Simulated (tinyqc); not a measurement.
Surface Green function of a two-leg ladder, Sancho-Rubio decimation: one step of the calculation.

A semi-infinite lead of cells 0, 1, 2, ... with H0 inside a cell and H1 = <cell i|H|cell i + 1>. One rung (site 1 on leg a, site 2 on leg b) is a cell; all hoppings enter with a minus sign. z = E + i eta.

Question. Self-energy, Dyson check and densities of states. Sigma = H1 g_s H1^dagger is what the lead adds to one more cell, and (z - H0 - Sigma)^(-1) must give g_s back. Densities of states: -Im of the diagonals over pi.

Values chosen for this exercise:
```
symbol  value  unit     meaning
E         0.7    eV      energy
eta      0.01    eV  broadening
```

H0 (eV):

|  | 1 | 2 |
|---|---|---|
| 1 | 0 | -0.75 |
| 2 | -0.75 | -0.08 |

H1 (eV):

|  | 1 | 2 |
|---|---|---|
| 1 | -1 | 0 |
| 2 | 0 | -1.25 |

converged surface Green function g_s (1/eV):

|  | 1 | 2 |
|---|---|---|
| 1 | 0.34768019-0.86035939i | 0.29818997+0.11379841i |
| 2 | 0.29818997+0.11379841i | 0.24823103-0.70061426i |

converged bulk Green function (1/eV):

|  | 1 | 2 |
|---|---|---|
| 1 | 0.00204982-0.59033577i | 0.00162821-0.07635284i |
| 2 | 0.00162821-0.07635284i | 0.00127125-0.46453587i |

Give: Sigma; (z - H0 - Sigma)^(-1); surface density of states; bulk density of states.

Answer.

Sigma (eV):

|  | 1 | 2 |
|---|---|---|
| 1 | 0.3477-0.8604i | 0.3727+0.1422i |
| 2 | 0.3727+0.1422i | 0.3879-1.0947i |

(z - H0 - Sigma)^(-1) (1/eV):

|  | 1 | 2 |
|---|---|---|
| 1 | 0.34768-0.86036i | 0.29819+0.11380i |
| 2 | 0.29819+0.11380i | 0.24823-0.70061i |

| orbital | surface density of states (1/eV) | bulk density of states (1/eV) |
|---|---|---|
| 1 | 0.27386 | 0.18791 |
| 2 | 0.22301 | 0.14787 |

Computed by the program tinyqc: `OMP_NUM_THREADS=1 python tinyqc.py 2680032 2680033 out.jsonl`, one thread of a shared Intel Xeon 2.30GHz, about 0.08 s for the whole run.
